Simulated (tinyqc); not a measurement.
# Electron mobility in a silicon inversion layer, empirical terms and Matthiessen rule: effects of single changes

Inversion layer of sheet density Ns on a uniformly doped body. The mobility terms are empirical power laws with prefactors chosen for the exercise; adding their inverses (Matthiessen) is itself an approximation.

Parameters, values chosen for the exercise; material values close to those of silicon: temperature T = 293 K; band gap Eg = 1.1 eV; relative permittivity of the semiconductor eps_r = 11.6; conduction-band density of states at T Nc = 2.66e19 cm^-3; valence-band density of states at T Nv = 2.58e19 cm^-3; body doping Nb = 7.2e17 cm^-3; reverse body bias Vsb = 0 V; weight of the inversion charge in the effective field eta = 0.5; phonon-limited mobility at 1 MV/cm and 300 K Ap = 401 cm^2/(V s); roughness-limited mobility at 1 MV/cm As = 1230 cm^2/(V s); exponent of the roughness term gs = 2; Coulomb prefactor Ac = 3800 cm^2/(V s); charge at the interface Nit = 3.6e11 cm^-2; inversion density Ns = 9.3e11 cm^-2.

Constants: q = 1.602176634e-19 C, kB = 1.380649e-23 J/K, Vt = kB T/q, eps0 = 8.8541878128e-14 F/cm where lengths are in cm. Results are converted to the units shown.

Each table varies one quantity; the others keep the values above.

## Universality: two dopings at the same effective field

ni = sqrt(Nc Nv) exp(-Eg/(2 Vt)), Eg in volts; Ndep = sqrt(2 eps0 eps_r Nb (2 Vt ln(Nb/ni) + Vsb)/q); E = q (Ndep + eta Ns)/(eps0 eps_r), in MV/cm. With t = T/(300 K): muC = Ac (Ns/1e12 cm^-2) t/(Nb/1e17 cm^-3 + Nit/1e11 cm^-2), muP = Ap E^(-1/3) t^(-1.75), muS = As E^(-gs); 1/mu is the sum of the inverses. For each E, Ns is chosen to give that field on bodies with Nb = 9e16 and 7.2e17 cm^-3; the last column leaves out muC.

Result of one run:
columns A: E (MV/cm); B: Ns, light body (cm^-2); C: mu, light (cm^2/(V s)); D: Ns, heavy body (cm^-2); E: mu, heavy (cm^2/(V s)); F: without muC (cm^2/(V s))
```
A             B      C         D      E      F
0.761  7.819e12  355.8  3.933e12  294.5  376.6
```

What becomes of these results when the effective field E is changed from 0.761 to 0.886 MV/cm, all else the same?

Result of the changed run:
columns A: E (MV/cm); B: Ns, light body (cm^-2); C: mu, light (cm^2/(V s)); D: Ns, heavy body (cm^-2); E: mu, heavy (cm^2/(V s)); F: without muC (cm^2/(V s))
```
A             B      C         D      E      F
0.886  9.422e12  326.3  5.536e12  288.8  340.6
```

The whole series:
columns A: E (MV/cm); B: Ns, light body (cm^-2); C: mu, light (cm^2/(V s)); D: Ns, heavy body (cm^-2); E: mu, heavy (cm^2/(V s)); F: without muC (cm^2/(V s))
```
A             B      C         D      E      F
0.481  4.229e12  425.6  3.433e11  94.87  484.7
0.561  5.255e12  406.5  1.369e12  229.6  448.6
0.653  6.434e12  383.0  2.548e12  280.5  412.8
0.761  7.819e12  355.8  3.933e12  294.5  376.6
0.886  9.422e12  326.3  5.536e12  288.8  340.6
1.03   1.127e13  295.3  7.382e12  272.2  305.0
1.2    1.345e13  262.9  9.562e12  248.9  269.3
1.4    1.601e13  230.1  1.213e13  221.7  234.2
```

The heavily doped body has 0.223 of the mobility of the light one in the first row and 0.964 in the last; there they lie 5.3 % below and 1.7 % below the curve without Coulomb scattering, which depends on E alone. The heavy body leaves that curve at low E because its field comes mostly from depletion charge and few carriers screen.

## Effect of the inversion density

Same model as above.

Effect of the inversion density:
```
Ns (cm^-2)  E (MV/cm)  muC (cm^2/(V s))  muP (cm^2/(V s))  muS (cm^2/(V s))  mu (cm^2/(V s))
2e11           0.4698             68.73             537.6              5572            60.28
3.6e11         0.4823             123.7             532.9              5288            98.53
6.3e11         0.5034             216.5             525.4              4854            148.6
1.1e12         0.5400             378.0             513.2              4218            207.0
2e12           0.6102             687.3             492.7              3303            264.0
3.6e12         0.7350              1237             463.1              2277            293.5
6.3e12         0.9456              2165             425.8              1376            282.7
1.1e13          1.312              3780             381.7             714.4            233.4
2e13            2.014              6873             330.9             303.2            154.7
```

Read the table: what changes, and by how much?

As Ns goes from 2e11 to 2e13 cm^-2, E rises from 0.470 to 2.01 MV/cm and mu goes from 60.3 through a maximum of 294 (at Ns = 3.6e12 cm^-2 among the rows listed) to 155 cm^2/(V s). The smallest term is the Coulomb one in the first row and the roughness one in the last. Screening lifts the Coulomb term as Ns grows while the field presses the carriers to the interface, hence the maximum. At Ns = 2e13 cm^-2 E passes 1.5 MV/cm, beyond the usual range of such laws.

## Effect of the reverse body bias

Same model as above.

The same in every row: muC (cm^2/(V s)) = 319.6.

Effect of the reverse body bias:
```
Vsb (V)  E (MV/cm)  muP (cm^2/(V s))  muS (cm^2/(V s))  mu (cm^2/(V s))
0           0.5268             517.5              4433            189.1
0.4         0.6168             491.0              3234            182.6
0.8         0.6938             472.1              2555            177.3
1.2         0.7624             457.5              2116            172.8
1.6         0.8247             445.6              1809            168.8
2           0.8822             435.7              1580            165.1
2.4         0.9359             427.2              1404            161.8
```

As Vsb goes from 0 to 2.4 V, E rises from 0.527 to 0.936 MV/cm and mu falls from 189 to 162 cm^2/(V s). The Coulomb term is the smallest in the first and the last row.

Computed by the program tinyqc: `OMP_NUM_THREADS=1 python tinyqc.py 2510003 2510004 out.jsonl`, one thread of a shared Intel Xeon 2.30GHz, about 0.01 s for the whole run.
